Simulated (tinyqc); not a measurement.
# Read current of a NAND string, cells in series solved by shooting: what changes with what

Cells in series, numbered from 0 at the source line (0 V) to the bit line, each followed by a gap resistance Rg. A cell with gate Vg, threshold VT, source Vs and drain Vd passes I = 2 nf K Vt^2 [F(Vs) - F(Vd)]/(1 + th max(Vg - VT, 0)), F(V) = ln^2(1 + exp((Vg - VT - nf V)/(2 nf Vt))). The selected cell has Vg = Vr, the others Vg = Vp.

Inputs (values chosen for the exercise); values of the order met in vertical NAND strings: temperature T = 300 K; gain factor of a cell K = 3.4 uA/V^2; slope factor nf = 2.5; mobility reduction factor th = 0.06 1/V; resistance of the gap between cells Rg = 5.9 kohm; bit-line voltage Vbl = 0.5 V; pass voltage Vp = 7.2 V; threshold of an erased cell Ve = -1 V; threshold of the highest state Vh = 4.1 V; threshold of the selected cell Vx = 0.8 V; sensing current Is = 10 nA; read voltage on the selected word line Vr = 2.79 V.

Constants: q = 1.602176634e-19 C, kB = 1.380649e-23 J/K, Vt = kB T/q. Results are converted to the units shown.

Each table varies one quantity; the others keep the values above.

## Read current against the number of cells

For a trial current I start at 0 V and, cell by cell, solve for the drain: sqrt(F(Vd)) = sqrt(F(Vs) - I/k), k = 2 nf K Vt^2/(1 + th max(Vg - VT, 0)), Vd = [Vg - VT - 2 nf Vt ln(exp(sqrt F) - 1)]/nf, then add I Rg. The string current is the I for which the last node reaches Vbl. The apparent threshold is the Vr at which I = Is. Background: all other cells erased (VT = Ve) or all in the highest state (VT = Vh); ratio and shift are high over erased and high minus erased. The selected cell is in the middle, cell n/2.

Results:
```
n,"I, others erased (uA)","I, others high (uA)",ratio,"apparent VT, erased (V)","apparent VT, high (V)",background shift (mV)
8,0.7160,0.3924,0.5480,0.8634,0.8694,5.956
16,0.4148,0.2043,0.4926,0.8694,0.8813,11.95
64,0.1172,0.05264,0.4492,0.9054,0.9542,48.79
96,0.07925,0.03521,0.4443,0.9294,1.004,74.21
128,0.05987,0.02645,0.4418,0.9536,1.054,100.4
192,0.04020,0.01766,0.4393,1.002,1.157,155.1
```

Estimate the missing row, n = 32.

Computed row:
```
n,"I, others erased (uA)","I, others high (uA)",ratio,"apparent VT, erased (V)","apparent VT, high (V)",background shift (mV)
32,0.2247,0.1042,0.4638,0.8814,0.9054,24.06
```

With this row back in the table: With erased neighbours the current falls from 0.716 to 0.0402 uA, as n^(-0.79) between the first two rows and n^(-0.98) between the last two (-1 once the series resistance rules). The ratio falls from 0.548 to 0.439 and the background shift rises from 5.96 to 155 mV.

## Effect of the position of the selected cell

Same model as above.

The string has 128 cells, numbered from the source.

Effect of the position of the selected cell:
```
j,"I, others erased (uA)","I, others high (uA)",ratio,"apparent VT, erased (V)","apparent VT, high (V)",background shift (mV)
0,0.06030,0.02649,0.4393,0.8574,0.8574,0.004707
18,0.06020,0.02648,0.4399,0.8844,0.9115,27.12
36,0.06009,0.02647,0.4405,0.9114,0.9665,55.08
54,0.05996,0.02646,0.4413,0.9385,1.022,83.93
73,0.05977,0.02644,0.4423,0.9672,1.083,115.4
91,0.05954,0.02642,0.4437,0.9944,1.141,146.3
109,0.05922,0.02638,0.4454,1.022,1.200,178.2
127,0.05876,0.02632,0.4479,1.049,1.261,211.3
```

What does the comparison show?

From the source end to the bit-line end the apparent VT with high neighbours rises from 0.8574 to 1.261 V and the background shift rises from 0.00471 to 211 mV. Cells and gaps on the source side raise the source of the selected cell, which costs nf times that voltage in gate drive; those on the drain side only lower its drain voltage.

tinyqc, about 0.9 s, one thread, Intel Xeon 2.30GHz (shared host): `OMP_NUM_THREADS=1 python tinyqc.py 2142111 2142112 out.jsonl`
